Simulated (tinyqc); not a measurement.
CMOS latch-up, two-transistor model: effect of the temperature.

A parasitic pnp (emitter at Vdd, base shunted by Rw) and npn (emitter at ground, base shunted by Rs) feed each other: the npn collector current flows out of the pnp base node, the pnp collector current into the npn base node. Forward-active transistors with constant gains: Icn = Isn exp(Vn/Vt), Icp = Isp (exp(Vp/Vt) - 1). A current Ii is injected into the npn base node.

Isn, Isp and Von are given at 293 K; the currents scale as T^3 exp(-1.12 V/Vt), Von falls by 1.5 mV/K, gains and resistances are fixed. Node equations: Vp/Rw + Icp/bp = Icn and Vn/Rs + Icn/bn = Icp + Ii. Loop gain G = gn gp/[(1/Rw + gp/bp)(1/Rs + gn/bn)], gn = Icn/Vt, gp = (Icp + Isp)/Vt; the off state ends where G = 1, and Ii there is the trigger current. On state with both base-emitter voltages at Von: npn base current Ib = (Von/Rs + bp Von/Rw)/(bn bp - 1), holding current Ih = (bn + 1) Ib + Von/Rs, holding voltage Vh = Vsat + Von + R2 (Ib + Von/Rs).

Parameters, values chosen for the exercise; values close to those of bulk CMOS: current gain of the npn bn = 12.4; current gain of the pnp bp = 4.8; saturation current of the npn at the reference temperature Isn = 2.5e-16 A; saturation current of the pnp at the reference temperature Isp = 1.3e-16 A; substrate resistance shunting the npn Rs = 70 ohm; well resistance shunting the pnp Rw = 940 ohm; resistance from the pnp collector to the npn base R2 = 300 ohm; base-emitter voltage in the on state Von = 0.78 V; saturation voltage Vsat = 0.18 V; supply voltage Vdd = 0.9 V.

Constants: q = 1.602176634e-19 C, kB = 1.380649e-23 J/K, Vt = kB T/q. Results are converted to the units shown.

Effect of the temperature:
```
T (K)  Vn at trigger (V)  trigger current (mA)  Ih (mA)  Vh (V)
233               0.8212                 11.79    16.29   4.865
263               0.7730                 11.09    15.45   4.623
293               0.7234                 10.37    14.61   4.380
323               0.6726                 9.636    13.76   4.138
353               0.6204                 8.879    12.92   3.896
383               0.5671                 8.104    12.08   3.653
413               0.5125                 7.307    11.24   3.411
443               0.4567                 6.490    10.39   3.169
```

What does the table show?

As T goes from 233 to 443 K, the trigger current falls from 11.8 to 6.49 mA, Ih falls from 16.3 to 10.4 mA and Vh falls from 4.87 to 3.17 V. Vh exceeds the supply Vdd = 0.9 V, which then cannot sustain a latched state, in 8 of the 8 rows.

Range of the model: Near the trigger Vn + Vp exceeds Vdd by over 0.35 V, so both collector junctions are forward biased and the forward-active model is out of range there.

Numbers from tinyqc (`OMP_NUM_THREADS=1 python tinyqc.py 2670052 2670053 out.jsonl`; about 0.05 s on one thread of a shared Intel Xeon 2.30GHz).
